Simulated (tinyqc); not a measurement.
Worked calculation: thin-film optics by transfer matrices. Values are carried at full precision from step to step, so a last printed digit may differ when a step is redone from the rounded ones.

Indices N = n + i k. Snell: N0 sin(theta) = N_j sin(theta_j), with Im(N_j cos theta_j) >= 0. Admittance y_j = N_j cos theta_j for s and N_j/cos theta_j for p. Phase delta_j = 2 pi N_j cos theta_j d_j/lambda. Layer matrix [[cos delta, -i sin delta/y], [-i y sin delta, cos delta]], multiplied from the top down to M. (B, C) = M (1, y_sub); r = (y0 B - C)/(y0 B + C), R = |r|^2, T = 4 Re y0 Re y_sub/|y0 B + C|^2, absorbed in the films 1 - R - T.

Parameters, chosen for this exercise (indices near those of polySi, SiO2 on Si; not measured data): lam = 633 nm (vacuum wavelength); n0 = 1 (ambient index); n = (3.965, 1.452, 3.848) (n of polySi, SiO2, substrate); k = (0.039, 0, 0.02) (k in the same order); d = (20.1, 3.2) nm (thicknesses, top first); theta = 60 degrees (angle of incidence); pol = p (polarisation).

## Angles, admittances and phases

Form cos theta_j, y_j and delta_j.

cos theta_j: ambient 0.5000, film 1 0.9759+0.0005i, film 2 0.8027, substrate 0.9743+0.0003i

y_j: ambient 2.0000, film 1 4.0631+0.0380i, film 2 1.8090, substrate 3.9493+0.0194i

delta_j (rad): film 1 0.7720+0.0080i, film 2 0.0370

## Layer matrices and their product

Form each matrix and multiply from the top down.

matrix of film 1:
```
                1                2
1  0.7166-0.0056i  -0.0002-0.1717i
2  0.0497-2.8341i   0.7166-0.0056i
```

matrix of film 2:
```
          1         2
1    0.9993  -0.0205i
2  -0.0670i    0.9993
```

M:
```
                1                2
1  0.7046-0.0055i  -0.0003-0.1862i
2  0.0493-2.8801i   0.6581-0.0066i
```

Each matrix has determinant 1, and so has M.

## Reflection and transmission

Close the stack on the substrate.

B, C: 0.7070-0.7410i  2.6484-2.8933i

r = -0.3139+0.0093i
R = 0.0986
T into the substrate = 0.8863
absorbed in the films = 0.0150

The bare substrate would reflect 0.1074.

## Ellipsometric angles

Ellipsometry: rho = tan(Psi) exp(i Delta) = -conj(r_p/r_s) with the r of the admittance formula, Delta in 0 to 360 degrees, so that a bare dielectric at small angles gives Delta = 180.

Repeat the steps for both polarisations.

r_s = -0.7498+0.0056i
r_p = -0.3139+0.0093i
Psi = 22.73 degrees
Delta = 181.27 degrees

## Checks

- R against the recursion of Airy sums from the substrate up: both 0.098625.

Run: tinyqc, `OMP_NUM_THREADS=1 python tinyqc.py 1680363 1680364 out.jsonl`; Intel(R) Xeon(R) Processor @ 2.30GHz, one thread, shared host; about 0.01 s of CPU time with all checks.
